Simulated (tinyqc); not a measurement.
# Ellipsometry and reflectance of a transparent film on an absorbing substrate: what changes with what

Air (index 1), film, substrate with N2 = n2 - i k2; time factor exp(+i w t). q_j = sqrt(N_j^2 - sin^2 th), root with positive real part. Fresnel coefficients r_s = (q_a - q_b)/(q_a + q_b), r_p = (N_b^2 q_a - N_a^2 q_b)/(N_b^2 q_a + N_a^2 q_b). tan(Psi) exp(i Delta) = R_p/R_s, Delta taken from 0 to 360 degrees.

Values chosen for this exercise; indices close to those of hafnium oxide on silicon:
```
symbol   value     unit                                  meaning
lam        800       nm                               wavelength
th          70  degrees                       angle of incidence
n1       2.034                     index of the transparent film
d          7.9       nm                           film thickness
n2       3.692                            index of the substrate
k2      0.0065           extinction coefficient of the substrate
```

Each table varies one quantity; the others keep the values above.

## Psi and Delta against the film thickness

beta = 2 pi d q1/lam, X = exp(-2 i beta), R = (r01 + r12 X)/(1 + r01 r12 X) for p and s. The last column is the derivative of Delta.

Psi and Delta against the film thickness:
```
d (nm)  Psi (degrees)  Delta (degrees)   |R_p|^2  |R_s|^2  dDelta/dd (degrees/nm)
0              9.1293           179.67  0.017583  0.68089                 -2.9679
24             12.344           119.27  0.031510  0.65798                 -1.8982
49             18.780           82.657  0.066725  0.57706                 -1.1651
73             26.103           57.226   0.10269  0.42775                 -1.0388
98             35.762           24.967   0.12598  0.24287                 -1.7210
122            36.295           337.73   0.12669  0.23487                 -1.7903
147            26.643           304.36   0.10465  0.41576                 -1.0509
171            19.208           279.09  0.069138  0.56962                 -1.1428
196            12.693           243.55  0.033216  0.65482                 -1.8279
220            9.1470           184.83  0.017650  0.68079                 -2.9588
```

Psi goes from 9.13 through a maximum of 36.3 (at d = 122 nm among the rows listed) to 9.15 degrees. The period is 221.7 nm, after which Psi and Delta return to the values of the bare substrate, so one angle and wavelength fix d only up to a multiple of it. The size of the slope of Delta runs from 1.04 to 2.97 degrees/nm among the rows; Delta is counted modulo 360 degrees, and sharper features can lie between the rows.

## Effect of the index of the transparent film

Same model as above.

dDelta/dd is the derivative of Delta; period lam/(2 q1).

Results:
```
n1    Psi (degrees)  Delta (degrees)  |R_p|^2  |R_s|^2  dDelta/dd (degrees/nm)  period (nm)
1.25          9.358            165.7  0.01847   0.6803                  -1.709        485.3
1.45          9.524            160.5  0.01914   0.6799                  -2.309        362.2
1.65          9.601            157.9  0.01944   0.6794                  -2.607        294.9
1.85          9.600            156.8  0.01942   0.6789                  -2.741        251.0
2.05          9.542            156.8  0.01917   0.6784                  -2.765        219.5
2.25          9.446            157.7  0.01877   0.6780                  -2.699        195.7
2.65          9.207            161.3  0.01780   0.6776                  -2.321        161.4
```

Estimate the missing row, n1 = 2.45.

Computed row:
```
n1    Psi (degrees)  Delta (degrees)  |R_p|^2  |R_s|^2  dDelta/dd (degrees/nm)  period (nm)
2.45          9.329            159.2  0.01829   0.6777                  -2.551        176.8
```

With this row back in the table: Psi goes from 9.36 through a maximum of 9.60 (at n1 = 1.65 among the rows listed) to 9.21 degrees and |R_p|^2 goes from 0.0185 through a maximum of 0.0194 (at n1 = 1.65 among the rows listed) to 0.0178. The slope of Delta is largest in size, 2.76 degrees/nm, at n1 = 2.05 among the rows.

Program tinyqc, `OMP_NUM_THREADS=1 python tinyqc.py 2870142 2870143 out.jsonl`; Intel Xeon 2.30GHz, shared host, one thread, about 0.01 s.
